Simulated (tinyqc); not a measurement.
## Inverter chain driving a load

N inverters, each f = Hc^(1/N) times larger than the one before: delay tau N (f + pp). Switched capacitance in units of the first input, with output capacitance pp times the input: Hc + (1 + pp)(Hc - 1)/(f - 1).

Parameters, values chosen for the exercise:

| symbol | value | unit | meaning |
|---|---|---|---|
| Hc | 21 |  | load over the input capacitance of the chain |
| pp | 1 |  | parasitic delay of an inverter |
| tau | 6.4 | ps | delay unit |

Results:
```
N,f,delay (ps),switched capacitance
1,21.00,140.8,23.00
2,4.583,71.46,32.17
3,2.759,72.17,43.74
5,1.838,90.83,68.71
6,1.661,102.2,81.51
```

Estimate the missing row, N = 4.

Computed row:
```
N,f,delay (ps),switched capacitance
4,2.141,80.40,56.07
```

With this row back in the table: The delay goes from 141 through a minimum of 71.5 (at N = 2 among the rows listed) to 102 ps. The best stage effort solves pp + rho (1 - ln rho) = 0, rho = 3.59, which gives N = ln Hc/ln rho = 2.38. One stage fewer than the best costs 97 % in delay and saves 28 % of the switched capacitance.

Numbers from tinyqc (`OMP_NUM_THREADS=1 python tinyqc.py 2082180 2082181 out.jsonl`; about 0.01 s on one thread of a shared Intel Xeon 2.30GHz).
